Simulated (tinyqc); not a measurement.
RHF in the 3-21g basis, for He, spin multiplicity 1, step by step. One step of it, computed by the program tinyqc.

Task: Iteration 3: building the Fock matrix. J_ij = sum D_kl (ij|kl), K_ij = sum D_kl (ik|jl); F = H + J - 0.5 K; E = tr D H + tr D J / 2 - 0.25 tr D K + E_nn.

D after iteration 2:
```
          1He 1s    1He 2s
1He 1s  0.420644  0.602289
1He 2s  0.602289  0.862372
```

core Hamiltonian H = T + V (hartree):
```
           1He 1s     1He 2s
1He 1s  -1.573565  -1.656343
1He 2s  -1.656343  -1.400640
```

Two-electron integrals (ij|kl) in chemists' order, unique and non-zero (hartree):
```
(11|11) 1.803255   (21|11) 0.876507   (21|21) 0.452077   (22|11) 0.917008
(22|21) 0.514678   (22|22) 0.698314
```

nuclear repulsion = 0 hartree

Give: Coulomb J; exchange K; Fock matrix F; total energy of this density.

Result:

Coulomb J (hartree):
```
        1He 1s  1He 2s
1He 1s   2.605   1.357
1He 2s   1.357   1.608
```

exchange K (hartree):
```
        1He 1s  1He 2s
1He 1s   2.204   1.637
1He 2s   1.637   1.412
```

Fock matrix F (hartree):
```
        1He 1s  1He 2s
1He 1s  -0.071  -1.118
1He 2s  -1.118  -0.499
```

total energy of this density = -2.83568 hartree
